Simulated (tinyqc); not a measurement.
Illuminated p-n diode, drift-diffusion by the Gummel loop with Scharfetter-Gummel fluxes: one step of the calculation.

Abrupt junction at x = 0, p side from -Lp, n side to Ln, ohmic contacts. psi is counted from the intrinsic level; n = ni exp((psi - phin)/Vt), p = ni exp((phip - psi)/Vt). Contacts: p side psi = V - Vt ln(Na/ni), p = Na, n = ni^2/Na; n side psi = Vt ln(Nd/ni), n = Nd, p = ni^2/Nd. Constant mobilities, D = mu Vt, Boltzmann statistics, SRH recombination through a mid-gap level, U = (n p - ni^2)/(tp (n + ni) + tn (p + ni)). Current is positive from the p contact to the n contact.

Problem. Poisson equation. With phin and phip held, solve a_i (psi_(i+1) - psi_i) - a_(i-1) (psi_i - psi_(i-1)) + q w_i (p_i - n_i + C_i) = 0 for the inner nodes by Newton steps to convergence; a_i = eps0 eps_r/h_i, h_i = x_(i+1) - x_i, w_i = (h_(i-1) + h_i)/2, C = -Na or +Nd.

Parameters, values chosen for the exercise; band and dielectric values close to those of silicon: temperature T = 300 K; relative permittivity eps_r = 11.8; acceptor density of the p side Na = 4.6e17 cm^-3; donor density of the n side Nd = 2.3e17 cm^-3; bias of the p contact V = 0.6 V.

Constants: q = 1.602176634e-19 C, kB = 1.380649e-23 J/K, Vt = kB T/q, eps0 = 8.8541878128e-14 F/cm where lengths are in cm. Results are converted to the units shown.

```
node	x (nm)	phin after round 1 (V)	phip after round 1 (V)
0	-5100	0.60000000	0.60000000
1	-1720	0.04662208	0.59998921
2	-570	0.01464748	0.59998567
3	-183	0.00426658	0.59998454
4	-51.8	0.00085684	0.59998416
5	-7.5	0.00007638	0.59998396
6	7.5	0.00005139	0.59996732
7	54	0.00005068	0.59894119
8	198	0.00005037	0.58818803
9	644	0.00004917	0.55215445
10	2020	0.00004300	0.47375975
11	6300	0.00000000	0.00000000
```

ni = 1.0715757e10 cm^-3

Find: psi; n after Poisson; p after Poisson.

Solution.

```
node	psi (V)	n after Poisson (cm^-3)	p after Poisson (cm^-3)
0	0.1457	249.6	4.600e17
1	0.1456	4.937e11	4.600e17
2	0.1456	1.700e12	4.600e17
3	0.1456	2.540e12	4.600e17
4	0.1458	2.921e12	4.565e17
5	0.1671	6.843e12	2.008e17
6	0.3510	8.430e15	1.631e14
7	0.4351	2.177e17	6.069e12
8	0.4365	2.300e17	3.790e12
9	0.4365	2.300e17	9.403e11
10	0.4365	2.300e17	4.533e10
11	0.4364	2.300e17	499.2
```

Computed by the program tinyqc: `OMP_NUM_THREADS=1 python tinyqc.py 2240033 2240034 out.jsonl`, one thread of a shared Intel Xeon 2.30GHz, about 0.5 s for the whole run.
